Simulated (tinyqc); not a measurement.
# Changing the standard deviation sigma

Model: current of a Schottky diode by thermionic-emission-diffusion theory, and its read-back from I-V-T and C-V data. Computed by tinyqc, a small Python program. Command: `OMP_NUM_THREADS=1 python tinyqc.py 3031769 3031770 out.jsonl schottky sweep`. One thread of a shared host (Intel(R) Xeon(R) Processor @ 2.30GHz), about 0.01 s of CPU time with the checks.

Full ionisation, no tunnelling, no recombination current. V is the voltage across the junction itself, forward positive.

Inputs (values chosen for the exercise, modelled on n-type GaN):

| quantity | value | unit |
|---|---|---|
| Richardson constant A* | 25.5 | A/(cm^2 K^2) |
| effective density of states at 300 K, N_c | 2.3e+18 | 1/cm^3 |
| permittivity eps | 9.7 | - |
| mobility mu | 840 | cm^2/(V s) |
| barrier without image force phi_0 (mean) | 1.12 | eV |
| doping N | 1.6e+17 | 1/cm^3 |
| junction voltage V | 0.38 | V |
| temperature T | 250 | K |
| relative change of sigma^2 with bias, rho | 0.35 | 1/V |

Barrier: Gaussian spread of heights.

Constants: k_B = 8.617333262e-05 eV/K; e = 1.602176634e-19 C; eps_0 = 8.8541878128e-12 F/m.

Method:
- N_c(T) = N_c (T/300 K)^(3/2); V_bi = phi_0 - (k_B T/e) ln(N_c(T)/N); surface field F = sqrt(2 e N (V_bi - V - k_B T/e)/(eps eps_0)); image lowering d_phi = sqrt(e F/(4 pi eps eps_0)); effective barrier phi = phi_0 - d_phi - sigma^2 (1 - rho V)/(2 k_B T).
- Collection velocity v_R = A* T^2/(e N_c(T)); diffusion velocity v_D = mu F; J = e N_c(T) v_R/(1 + v_R/v_D) exp(-phi/k_B T) [exp(e V/k_B T) - 1].
- Ideality n = (e/k_B T)/(d ln J/dV) by a central difference of +/- 1 mV; J_0 = J exp(-e V/(n k_B T)); apparent barrier phi_IV = k_B T ln(A* T^2/J_0); a C-V plot gives phi_CV = phi_0, the mean without lowering.
- A least-squares line of ln(J_0/T^2) against 1/(k_B T) gives a barrier (minus the slope) and a Richardson constant (exp of the intercept).

One run for each value:

| standard deviation sigma (meV) | apparent barrier phi_IV (eV) | ideality factor n | phi_CV - phi_IV (meV) | Richardson constant from the plot (A/(cm^2 K^2)) |
|---|---|---|---|---|
| 10 | 1.0560 | 1.0222 | 63.98 | 2.1255e+01 |
| 25 | 1.0438 | 1.0267 | 76.17 | 1.3891e+01 |
| 40 | 1.0212 | 1.0351 | 98.79 | 6.3045e+00 |
| 55 | 0.9881 | 1.0477 | 131.87 | 1.9872e+00 |
| 70 | 0.9446 | 1.0647 | 175.38 | 4.3499e-01 |
| 85 | 0.8907 | 1.0865 | 229.34 | 6.6126e-02 |
| 100 | 0.8262 | 1.1138 | 293.75 | 6.9812e-03 |
| 115 | 0.7514 | 1.1473 | 368.60 | 5.1185e-04 |
| 130 | 0.6661 | 1.1879 | 453.89 | 2.6063e-05 |

Over the rows, apparent barrier phi_IV (eV) falls from 1.06 to 0.666 (exponent d ln y / d ln x -0.013 between the first rows and -0.98 between the last); ideality factor n rises from 1.02 to 1.19 (exponent d ln y / d ln x 0.0048 between the first rows and 0.28 between the last); phi_CV - phi_IV (meV) rises from 64.0 to 454 (exponent d ln y / d ln x 0.19 between the first rows and 1.7 between the last). The gap between C-V and I-V barriers grows as sigma^2/(2 k_B T), since capacitance averages the barrier while current seeks its low parts.

Extremes, crossings and ranges named in words are read from the listed rows.
